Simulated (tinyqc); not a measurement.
## Sneak paths and read margin

Worst-case read of an N x N array without selectors, ideal wires, unselected lines floating and all unselected cells in the low state with resistance K Ron: the sneak path is Rsn = K Ron [2/(N - 1) + 1/(N - 1)^2], in parallel with the selected cell Rc. A sense resistor Ron to ground gives Vout = Vr Ron/(Ron + Rc Rsn/(Rc + Rsn)); margin = [Vout(Rc = Ron) - Vout(Rc = ra Ron)]/Vr.

Values chosen for this exercise:

| symbol | value | unit | meaning |
|---|---|---|---|
| Ron | 50 | kohm | resistance of the low state |
| ra | 30 |  | ratio Roff/Ron |
| K | 5 |  | factor by which unselected cells are more resistive |
| Vr | 0.1 | V | read voltage |

Sneak paths and read margin:
```
N,Rsn (kohm),"Vout, low state (mV)","Vout, high state (mV)",margin (%)
2,750.0,51.61,9.091,42.52
3,312.5,53.70,16.20,37.50
4,194.4,55.70,22.51,33.19
8,76.53,62.31,40.71,21.60
16,34.44,71.03,59.76,11.27
32,16.39,80.20,75.51,4.686
64,7.999,87.88,86.27,1.609
128,3.953,93.17,92.69,0.4822
256,1.965,96.36,96.22,0.1330
```

What does the comparison show?

The margin falls from 42.5 to 0.133 %; a lone cell has 46.8 %. It first drops below 10 % at N = 32 among the rows, where Rsn = 0.33 Ron. Between the last two rows it goes as N^(-1.86).

Computed by the program tinyqc: `OMP_NUM_THREADS=1 python tinyqc.py 2880059 2880060 out.jsonl`, one thread of a shared Intel Xeon 2.30GHz, about 0.01 s for the whole run.
